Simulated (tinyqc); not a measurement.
Scaling the whole coupling: critical temperature from a phonon spectrum: McMillan, Allen-Dynes and the linearised Eliashberg equation. Computed by tinyqc, a small Python program. Command: `OMP_NUM_THREADS=1 python tinyqc.py 3016246 3016247 out.jsonl eliashberg walk`. One thread of a shared host (Intel(R) Xeon(R) Processor @ 2.30GHz), about 0.02 s of CPU time with the checks.

alpha^2 F(omega) = sum_i (lambda_i omega_i/2) delta(omega - omega_i), so that lambda = 2 int alpha^2 F/omega d omega = sum_i lambda_i.

Inputs (values chosen for the exercise, for a model metal):
```
quantity                     value  unit
peak energy omega_1           19.4   meV
coupling lambda_1            0.236     -
peak energy omega_2           57.1   meV
coupling lambda_2              0.6     -
Coulomb pseudopotential mu*    0.1     -
```

Peaks in alpha^2 F: two.

Constants: k_B = 8.617333262e-05 eV/K.

Method:
- omega_log = exp(sum lambda_i ln omega_i / lambda); omega_rms = sqrt(sum lambda_i omega_i^2 / lambda).
- McMillan form: k_B T_c = (omega_log/1.2) exp[-1.04 (1 + lambda)/(lambda - mu* (1 + 0.62 lambda))]. Allen-Dynes multiplies it by f1 f2: f1 = [1 + (lambda/L1)^(3/2)]^(1/3), L1 = 2.46 (1 + 3.8 mu*); f2 = 1 + (omega_rms/omega_log - 1) lambda^2/(lambda^2 + L2^2), L2 = 1.82 (1 + 6.3 mu*) omega_rms/omega_log.
- Linearised Eliashberg equation at omega_n = (2n + 1) pi k_B T, n = 0..N-1: lambda(j) = sum_i lambda_i omega_i^2/(omega_i^2 + (2 pi j k_B T)^2); K_mn = lambda(m - n) + lambda(m + n + 1) - 2 mu*(N) - delta_mn [2m + 1 + lambda(0) + 2 sum_(j=1..m) lambda(j)], with 1/mu*(N) = 1/mu* + ln(omega_rms/omega_N), omega_N = (2N + 1) pi k_B T. T_c is where the largest eigenvalue rho of K is zero.
- N is the smallest integer at or above 8 omega_max/(2 pi k_B T_AD), omega_max the highest peak and T_AD the Allen-Dynes value.
- All lambda_i are multiplied by s. The last column is the large-lambda limit for mu* = 0, k_B T_c = 0.1827 omega_rms sqrt(lambda).

lambda = 0.836

omega_rms = 49.4596 meV

omega_log = 42.1004 meV

T_c (K):
```
s    lambda  McMillan  Allen-Dynes  Eliashberg  large-lambda limit
0.6  0.5016     6.014         6.15        5.47               74.27
0.8  0.6688    15.149        15.68       14.40               85.76
1.0  0.8360    24.984        26.21       24.66               95.88
1.3  1.0868    38.423        41.24       39.87              109.32
1.7  1.4212    52.829        58.65       58.39              125.01
2.3  1.9228    68.363        80.09       82.13              145.41
3.2  2.6752    83.322       105.88      110.91              171.51
```

What does the comparison show, and why?

McMillan/Eliashberg runs from 1.10 at lambda = 0.50 to 0.75 at 2.68: the exponential form levels off at large lambda, while the true T_c keeps rising (exponent 0.91 between the last rows, tending to 1/2). Allen-Dynes stays within about 12 % over the table. The last row reaches 65 % of the mu* = 0 limit; with mu* above zero T_c stays below that line at any lambda.

Extremes, crossings and ranges named in words are read from the listed rows.
